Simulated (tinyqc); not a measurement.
Worked calculation: Hubbard ring of 3 sites. One step of it, computed by the program tinyqc.

Problem. The many-body Hamiltonian. Basis: all placements (u, d, 2, 0 on each site), up operators ordered before down ones; hops carry the sign of the same-spin electrons passed.

one-body matrix (hopping and site energies) (eV), lower triangle:
```
           1          2         3
1   0.000000
2  -1.470000   0.000000
3  -1.470000  -1.470000  0.000000
```

U = 6.000000 eV

electrons, up and down: 2  1

Give: H.

Solution.

H (eV), lower triangle:
```
         2u0      u20      uud      20u      udu      u02      duu      02u
2u0   6.0000
u20  -1.4700   6.0000
uud  -1.4700  -1.4700   0.0000
20u  -1.4700   0.0000   0.0000   6.0000
udu   0.0000  -1.4700   0.0000  -1.4700   0.0000
u02   0.0000   0.0000  -1.4700  -1.4700  -1.4700   6.0000
duu   1.4700   0.0000   0.0000  -1.4700   0.0000   0.0000   0.0000
02u   0.0000   1.4700   0.0000   0.0000  -1.4700   0.0000  -1.4700   6.0000
0u2   0.0000   0.0000   1.4700   0.0000   0.0000  -1.4700  -1.4700  -1.4700

        0u2
0u2  6.0000
```
